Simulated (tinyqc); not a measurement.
Inside a calculation. Method: Hubbard ring of 4 sites. One step of it, computed by the program tinyqc.

Task: The many-body Hamiltonian. Basis: all placements (u, d, 2, 0 on each site), up operators ordered before down ones; hops carry the sign of the same-spin electrons passed.

one-body matrix (hopping and site energies) (eV):
```
,1,2,3,4
1,0.000000,-1.490000,0.000000,-1.490000
2,-1.490000,0.000000,-1.490000,0.000000
3,0.000000,-1.490000,0.000000,-1.490000
4,-1.490000,0.000000,-1.490000,0.000000
```

U = 10.200000 eV

electrons, up and down: 1  1

Give: H.

Result:

H (eV):
```
,2000,ud00,u0d0,u00d,du00,0200,0ud0,0u0d,d0u0,0du0,0020,00ud,d00u,0d0u,00du,0002
2000,10.2000,-1.4900,0.0000,-1.4900,-1.4900,0.0000,0.0000,0.0000,0.0000,0.0000,0.0000,0.0000,-1.4900,0.0000,0.0000,0.0000
ud00,-1.4900,0.0000,-1.4900,0.0000,0.0000,-1.4900,0.0000,0.0000,0.0000,0.0000,0.0000,0.0000,0.0000,-1.4900,0.0000,0.0000
u0d0,0.0000,-1.4900,0.0000,-1.4900,0.0000,0.0000,-1.4900,0.0000,0.0000,0.0000,0.0000,0.0000,0.0000,0.0000,-1.4900,0.0000
u00d,-1.4900,0.0000,-1.4900,0.0000,0.0000,0.0000,0.0000,-1.4900,0.0000,0.0000,0.0000,0.0000,0.0000,0.0000,0.0000,-1.4900
du00,-1.4900,0.0000,0.0000,0.0000,0.0000,-1.4900,0.0000,-1.4900,-1.4900,0.0000,0.0000,0.0000,0.0000,0.0000,0.0000,0.0000
0200,0.0000,-1.4900,0.0000,0.0000,-1.4900,10.2000,-1.4900,0.0000,0.0000,-1.4900,0.0000,0.0000,0.0000,0.0000,0.0000,0.0000
0ud0,0.0000,0.0000,-1.4900,0.0000,0.0000,-1.4900,0.0000,-1.4900,0.0000,0.0000,-1.4900,0.0000,0.0000,0.0000,0.0000,0.0000
0u0d,0.0000,0.0000,0.0000,-1.4900,-1.4900,0.0000,-1.4900,0.0000,0.0000,0.0000,0.0000,-1.4900,0.0000,0.0000,0.0000,0.0000
d0u0,0.0000,0.0000,0.0000,0.0000,-1.4900,0.0000,0.0000,0.0000,0.0000,-1.4900,0.0000,-1.4900,-1.4900,0.0000,0.0000,0.0000
0du0,0.0000,0.0000,0.0000,0.0000,0.0000,-1.4900,0.0000,0.0000,-1.4900,0.0000,-1.4900,0.0000,0.0000,-1.4900,0.0000,0.0000
0020,0.0000,0.0000,0.0000,0.0000,0.0000,0.0000,-1.4900,0.0000,0.0000,-1.4900,10.2000,-1.4900,0.0000,0.0000,-1.4900,0.0000
00ud,0.0000,0.0000,0.0000,0.0000,0.0000,0.0000,0.0000,-1.4900,-1.4900,0.0000,-1.4900,0.0000,0.0000,0.0000,0.0000,-1.4900
d00u,-1.4900,0.0000,0.0000,0.0000,0.0000,0.0000,0.0000,0.0000,-1.4900,0.0000,0.0000,0.0000,0.0000,-1.4900,0.0000,-1.4900
0d0u,0.0000,-1.4900,0.0000,0.0000,0.0000,0.0000,0.0000,0.0000,0.0000,-1.4900,0.0000,0.0000,-1.4900,0.0000,-1.4900,0.0000
00du,0.0000,0.0000,-1.4900,0.0000,0.0000,0.0000,0.0000,0.0000,0.0000,0.0000,-1.4900,0.0000,0.0000,-1.4900,0.0000,-1.4900
0002,0.0000,0.0000,0.0000,-1.4900,0.0000,0.0000,0.0000,0.0000,0.0000,0.0000,0.0000,-1.4900,-1.4900,0.0000,-1.4900,10.2000
```
